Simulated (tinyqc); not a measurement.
From results back to parameters: two-level Kane dispersion of a narrow-gap semiconductor. Four cases, with inputs chosen for the exercise.

Problem. In the two-level Kane model E = Eg/2 + sqrt(Eg^2/4 + (2/3) Ep c k^2), c = hbar^2/2m0, and the momentum mass is m(k) = (3/(2 Ep)) sqrt(Eg^2 + (8/3) Ep c k^2). It is given at the Fermi wave vectors kF = (3 pi^2 n)^(1/3) of two densities (1 cm^-3 = 1e-24 angstrom^-3).

Constants: hbar^2/2m0 = 3.80998211 eV angstrom^2.

Case 1.

Values chosen (out of a larger set: near those of HgTe; not measured data): n12 = (4.2e+15, 3e+18) cm^-3 (two densities).

masses at the two densities (m0): 0.02338674  0.05396483

Case 2.

Values chosen (out of a larger set: near those of HgTe; not measured data): n12 = (5.7e+15, 2.3e+17) cm^-3 (two densities).

masses at the two densities (m0): 0.02425858  0.03123856

Case 3.

Values chosen (out of a larger set: near those of grey Sn; not measured data): n12 = (1e+16, 7.5e+17) cm^-3 (two densities).

masses at the two densities (m0): 0.02969929  0.04061820

Case 4.

Values chosen (out of a larger set: near those of GaSb; not measured data): n12 = (3.5e+15, 1.6e+18) cm^-3 (two densities).

masses at the two densities (m0): 0.04577440  0.05661876

Find: kF^2; Ep; edge mass; |Eg|.

Solution.

Case 1.

kF^2 (1/angstrom^2): 2.4914e-05  0.0019908

Ep = 19.0 eV
edge mass = 0.02274 m0
|Eg| = 0.288 eV

m^2 = m0*^2 + (6 c/Ep) kF^2 is a straight line in kF^2: the slope gives Ep, the intercept the edge mass, and |Eg| = (2/3) Ep m0*. The sign of Eg does not enter. For Eg < 0 the edge mass does not depend on Dso, which enters only as EF nears it.

Case 2.

kF^2 (1/angstrom^2): 3.0540e-05  0.00035928

Ep = 19.4 eV
edge mass = 0.02351 m0
|Eg| = 0.304 eV

m^2 = m0*^2 + (6 c/Ep) kF^2 is a straight line in kF^2: the slope gives Ep, the intercept the edge mass, and |Eg| = (2/3) Ep m0*. The sign of Eg does not enter. For Eg < 0 the edge mass does not depend on Dso, which enters only as EF nears it.

Case 3.

kF^2 (1/angstrom^2): 4.4424e-05  0.00079005

Ep = 22.2 eV
edge mass = 0.02892 m0
|Eg| = 0.428 eV

m^2 = m0*^2 + (6 c/Ep) kF^2 is a straight line in kF^2: the slope gives Ep, the intercept the edge mass, and |Eg| = (2/3) Ep m0*. The sign of Eg does not enter. For Eg < 0 the edge mass does not depend on Dso, which enters only as EF nears it.

Case 4.

kF^2 (1/angstrom^2): 2.2063e-05  0.0013093

Ep = 26.5 eV
edge mass = 0.04557 m0
|Eg| = 0.805 eV

m^2 = m0*^2 + (6 c/Ep) kF^2 is a straight line in kF^2: the slope gives Ep, the intercept the edge mass, and |Eg| = (2/3) Ep m0*. The sign of Eg does not enter. The two-level form takes Dso as infinite, which overstates the mass where Dso is not large against Eg.

Computed by tinyqc, one run a case: `OMP_NUM_THREADS=1 python tinyqc.py N N+1 out.jsonl` with N = 1080154, 1080166, 1080201, 1080221; one thread of a shared Intel(R) Xeon(R) Processor @ 2.30GHz, about 0.01 s a run at most.
